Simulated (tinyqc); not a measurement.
One dielectric constant for an anisotropic host? Model: finite-size error of a charged defect in a periodic cell: Madelung and Makov-Payne terms. Computed by tinyqc, a small Python program. Command: `OMP_NUM_THREADS=1 python tinyqc.py 3018652 3018653 out.jsonl imagecharge walk`. One thread of a shared host (Intel(R) Xeon(R) Processor @ 2.30GHz), about 0.02 s of CPU time with the checks.

L is the cube root of the cell volume. The defect charge is a Gaussian, rho(r) = q (2 pi sigma^2)^(-3/2) exp(-r^2/2 sigma^2), repeated periodically in a uniform neutralising background and screened by a continuum. The model cell energy is E(L) = E_0 + [periodic - isolated electrostatic energy].

Inputs (values chosen for the exercise, for a model uniaxial host): charge q = -2 e; cell length L = 14.3 angstrom; dielectric constant eps_xy = 8.9; dielectric constant eps_z = 16.4; axis ratio c/a = 0.726.

Supercell lattice: hexagonal. Screening: uniaxial.

Constants: e^2/(4 pi eps_0) = 14.39964548 eV angstrom.

Method:
- Cell vectors: (1,0,0), (-1/2,sqrt(3)/2,0), (0,0,c/a), scaled to volume L^3.
- Ewald sum for a unit point charge: scale each Cartesian component of the cell by 1/sqrt(eps_i), giving R', G' and V'; E = [ (1/2) sum erfc(eta R')/R' + (2 pi/V') sum exp(-G'^2/4 eta^2)/G'^2 - eta/sqrt(pi) - pi/(2 V' eta^2) ] e^2/(4 pi eps_0) / sqrt(eps_x eps_y eps_z), over n_i = -6..6, omitting n = (0,0,0), eta = 2/V'^(1/3). alpha = -2 E eps_g L/(e^2/(4 pi eps_0)), eps_g = (eps_x eps_y eps_z)^(1/3).
- The same sum with an isotropic constant in place of the tensor, the means being taken over (eps_xy, eps_xy, eps_z); errors against the tensor result.

cell vectors (rows) (angstrom):
$$\begin{pmatrix}
16.6922 & 0.0000 & 0.0000 \\
-8.3461 & 14.4559 & 0.0000 \\
0.0000 & 0.0000 & 12.1185
\end{pmatrix}$$

point-charge correction -q^2 E = 0.471616 eV

Point-charge correction:
```
constant          value  correction (eV)  error (meV)
eps_xy            8.900          0.63437       162.76
eps_z            16.400          0.34426      -127.35
arithmetic mean  11.400          0.49526        23.64
geometric mean   10.911          0.51744        45.82
harmonic mean    10.501          0.53767        66.05
```

What does the comparison show, and why?

The tensor gives 0.4716 eV. Closest is arithmetic mean (+23.6 meV) and furthest eps_xy (+162.8 meV); anisotropy also changes the effective shape of the cell, which no single constant captures.
